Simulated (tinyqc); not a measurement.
Raising U: Hubbard chain of 4 sites, mean field against exact. Computed by the program tinyqc. Command: `OMP_NUM_THREADS=1 python tinyqc.py 113784 113785 out.jsonl`; one thread of a shared host (Intel(R) Xeon(R) Processor @ 2.60GHz), about 5 s.

one-body matrix (hopping and site energies) (eV):
```
,1,2,3,4
1,-0.1100,-1.9600,0.0000,0.0000
2,-1.9600,-0.1700,-1.9600,0.0000
3,0.0000,-1.9600,0.3700,-1.9600
4,0.0000,0.0000,-1.9600,0.3900
```

electrons, up and down: 2  2

Collinear unrestricted mean field (the lowest of 40 random starts) against exact diagonalisation.

Exact and mean-field results (eV):
```
U,U/t,E exact,E mean field,mean |n_up - n_down|,"double occupancy, exact",first gap in the sector
0.9800,0.5000,-7.369415,-7.318983,0.0000,0.2246,2.1183
1.9600,1.0000,-6.538969,-6.338067,0.0000,0.1993,1.8954
3.9200,2.0000,-5.164283,-4.425040,0.3911,0.1525,1.5354
5.8800,3.0000,-4.125507,-3.136556,0.6951,0.1141,1.2629
7.8400,4.0000,-3.350917,-2.334620,0.8193,0.0851,1.0563
11.7600,6.0000,-2.327698,-1.443950,0.9176,0.0495,0.7784
15.6800,8.0000,-1.710178,-0.974992,0.9534,0.0312,0.6085
23.5200,12.0000,-1.025580,-0.495599,0.9792,0.0152,0.4189
39.2000,20.0000,-0.438532,-0.107055,0.9925,0.0057,0.2557
```

In absolute terms mean field is worst at U/t = 4.0, 1.016 eV too high: at small U it is nearly exact, and at large U it misses only exchange-scale energies. Its local moments set in at U/t = 2.0 of those listed, a broken symmetry that the exact state of a finite cluster with equal spins does not have. Relative to the exact energy its error is 0.7 % at the smallest U, 76 % at most and 76 % at the largest. The double occupancy falls from 0.225 to 0.006.
